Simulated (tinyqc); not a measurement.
Straight dislocations in isotropic elasticity: fields, energies, partials, Peierls stress and walls: one step, computed by the program tinyqc.

The line runs along z, the glide plane is y = 0, and beta is the angle between b and the line (0 screw, 90 degrees edge): b_e = b sin(beta) along +x with the extra half plane at y > 0, b_s = b cos(beta). Stress is positive in tension.

Question. Line energy and line tension. Energy factor K = G [cos^2(beta) + sin^2(beta)/(1 - nu)]. E = K b^2/(4 pi) ln(R/r0) with R = 1/(2 sqrt(rho)); tension T = E + d^2E/d(beta)^2 = G b^2 [1 + nu - 3 nu sin^2(beta)]/(4 pi (1 - nu)) ln(R/r0). The core energy is taken into r0.

Inputs (values chosen for the exercise, for a model fcc or diamond crystal):
```
quantity                   value      unit
shear modulus G             68.7       GPa
Poisson ratio nu           0.203         -
Burgers vector b           3.774  angstrom
dislocation density rho  7.9e+13     1/m^2
core radius r0/b               2         -
```

Character: 60-degree.

Constants: 1 eV/angstrom^3 = 160.2176634 GPa.

Give: energy factor K; ln(R/r0); line energy E; line tension T; stored energy rho E.

Answer.

energy factor K = 81.824 GPa

ln(R/r0) = 4.3112

line energy E = 24.955 eV/nm

line tension T = 19.618 eV/nm

stored energy rho E = 315.86 kJ/m^3

T/E = 0.79: bowing turns parts of the line towards the cheaper screw character, so it is soft.
